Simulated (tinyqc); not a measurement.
## Metal gate on a two-layer dielectric stack with fixed charge and a dipole: flat band against the thickness t1

Gate, layer 2, layer 1, p-type semiconductor; x runs from the gate inwards. Charges are counted in units of +q. psi is the band bending at the surface, positive towards inversion. Classical charge, Boltzmann statistics, no interface traps.

EOT = 3.9 (t1/e1 + t2/e2), Cox = eps0/(t1/e1 + t2/e2); phi_ms = pM - (chi + Eg - Vt ln(Nv/Na)). Vfb = phi_ms + Vd - (q/eps0) [Q1 (t1/e1 + t2/e2) + Q2 t2/e2 + r1 (t1^2/(2 e1) + t1 t2/e2) + r2 t2^2/(2 e2)]: each charge counts with its electrical distance from the gate. ni = sqrt(Nc Nv) exp(-Eg/(2 Vt)), Eg in volts, pB = Vt ln(Na/ni), Vth = Vfb + 2 pB + sqrt(4 q eps0 eps_r Na pB)/Cox.

Values chosen for this exercise; band and dielectric values close to those of silicon, layer 1 close to silicon dioxide, layer 2 close to hafnium oxide:
```
symbol    value   unit                                               meaning
T           350      K                                           temperature
Eg         1.11     eV                                              band gap
eps_r      11.5                                        relative permittivity
Nc      3.49e19  cm^-3                conduction-band density of states at T
Nv      3.36e19  cm^-3                   valence-band density of states at T
chi        4.03     eV                                     electron affinity
Na       2.9e16  cm^-3                                      acceptor density
pM         4.18     eV                       work function of the gate metal
e1         4.03                             relative permittivity of layer 1
t2          5.8     nm                thickness of layer 2, next to the gate
e2         21.4                             relative permittivity of layer 2
Q1       1.2e11  cm^-2           fixed charge at the semiconductor interface
Q2      -1.4e12  cm^-2                       fixed charge between the layers
r1       2.9e18  cm^-3                     uniform charge density in layer 1
r2            0  cm^-3                     uniform charge density in layer 2
Vd        -0.11      V  flat-band shift by a dipole layer between the layers
```

Constants: q = 1.602176634e-19 C, kB = 1.380649e-23 J/K, Vt = kB T/q, eps0 = 8.8541878128e-14 F/cm where lengths are in cm. Results are converted to the units shown.

Result of one run:

| EOT (nm) | Vfb (V) | Vth (V) |
|---|---|---|
| 4.541 | -0.9494 | -0.1604 |

Which thickness of layer 1, next to the semiconductor t1 gave this result: 2.9, 3.6, 4.4 or 6 nm?

t1 = 3.6 nm.

The whole series:

| t1 (nm) | EOT (nm) | Vfb (V) | Vth (V) |
|---|---|---|---|
| 0.5 | 1.541 | -0.8059 | -0.08671 |
| 1.3 | 2.315 | -0.8309 | -0.09374 |
| 2.1 | 3.089 | -0.8643 | -0.1091 |
| 2.9 | 3.863 | -0.9061 | -0.1328 |
| 3.6 | 4.541 | -0.9494 | -0.1604 |
| 4.4 | 5.315 | -1.007 | -0.1997 |
| 5.2 | 6.089 | -1.072 | -0.2474 |
| 6 | 6.863 | -1.146 | -0.3034 |

Vfb falls from -0.806 to -1.15 V and Vth falls from -0.0867 to -0.303 V. The slope dVfb/dEOT is -32.4 mV/nm between the first two rows and -95.6 between the last two: the charge inside the growing layer bends the line. A line through the end rows meets EOT = 0 at -0.707 V, against phi_ms + Vd = -0.857 V; an effective work function read from it is off by 39.9 mV from pM.

Computed by the program tinyqc: `OMP_NUM_THREADS=1 python tinyqc.py 2010167 2010168 out.jsonl`, one thread of a shared Intel Xeon 2.30GHz, about 0.01 s for the whole run.
